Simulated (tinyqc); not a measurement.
Worked calculation: two-band tight binding of a puckered layer. Values are carried at full precision from step to step, so a last printed digit may differ when a step is redone from the rounded ones.

With X = kx ax/2 and Y = ky ay/2: h = t2 + 2 cos(Y) (t1 exp(iX) + t3 exp(-iX)) + t5 exp(2iX), d = 4 t4 cos(X) cos(Y), H = [[d, h], [h*, d]], E = d -/+ |h|.

Constants: hbar^2/2m0 = 3.80998211 eV angstrom^2.

Parameters, chosen for this exercise (near a published set for monolayer black phosphorus; not measured data):

| symbol | value | unit | meaning |
|---|---|---|---|
| ax | 4.56 | angstrom | period along x (armchair) |
| ay | 3.33 | angstrom | period along y (zigzag) |
| t1 | -1.21 | eV | along the zigzag |
| t2 | 3.714 | eV | across the pucker |
| t3 | -0.203 | eV | second in the sheet |
| t4 | -0.096 | eV | same sublattice |
| t5 | -0.058 | eV | far across |
| k | (0.49, 0.76) | 1/angstrom | wave vector |

## One k point

Form X, Y, h, d and the levels.

X, Y (rad): 1.11720  1.26540

h = 3.3774-0.5900i eV
d = -0.0506 eV

levels (eV): -3.4791  3.3779

## Expansion about Gamma

h = h0 + i chi kx + gx kx^2 + gy ky^2 and d = 4 t4 + ex kx^2 + ey ky^2, with h0 = t2 + 2 t1 + 2 t3 + t5, chi = ax (t1 - t3 + t5), gx = -ax^2 ((t1 + t3)/4 + t5/2), gy = -ay^2 (t1 + t3)/4, ex = -t4 ax^2/2, ey = -t4 ay^2/2. The gap is 2 h0.

h0 = 0.8300 eV
gap = 1.6600 eV
chi = -4.8564 eV angstrom

gx, gy, ex, ey (eV angstrom^2): 7.9484  3.9172  0.9981  0.5323

## Masses

Electrons: c/(ex + gx + chi^2/(2 h0)) along x, c/(ey + gy) along y; holes: the same with -ex and -ey; c = hbar^2/2m0. The coefficients stand in the order gx, gy, ex, ey.

masses (m0):
```
               x       y
electron  0.1645  0.8563
hole      0.1801  1.1256
```

density-of-states mass sqrt(mx my) (m0): electron 0.3754, hole 0.4502

my/mx: electron 5.20, hole 6.25

Along x the term chi^2/(2 h0) = 14.21 eV angstrom^2 couples the bands and makes both carriers light; along y it is absent.

## Checks

- Electron mass along x against a finite difference of the band: 0.1645 against 0.1646.

Run: tinyqc, `OMP_NUM_THREADS=1 python tinyqc.py 1450633 1450634 out.jsonl`; Intel(R) Xeon(R) Processor @ 2.30GHz, one thread, shared host; about 0.01 s of CPU time with all checks.
